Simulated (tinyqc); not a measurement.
# The weight eta from points of equal mobility

Inverse problem. If the mobility depends on E = q (Ndep + eta Ns)/(eps0 eps_r) alone, two points of equal mobility on its falling branch have equal E. Find eta and E.

Values chosen for this exercise:
- eps_r = 11.8 (relative permittivity of the semiconductor)

Constants: q = 1.602176634e-19 C, eps0 = 8.8541878128e-14 F/cm where lengths are in cm. Results are converted to the units shown.

Ndep at two body biases (cm^-2): 4.5303436e12  7.1989760e12
Ns at which the mobility is the same (cm^-2): 2.3e13  1.5977283e13

Answer. eta is the ratio of the differences of Ndep and Ns.

eta = 0.380
E = 2.03 MV/cm

Computed by the program tinyqc: `OMP_NUM_THREADS=1 python tinyqc.py 2510111 2510112 out.jsonl`, one thread of a shared Intel Xeon 2.30GHz, about 0.01 s for the whole run.
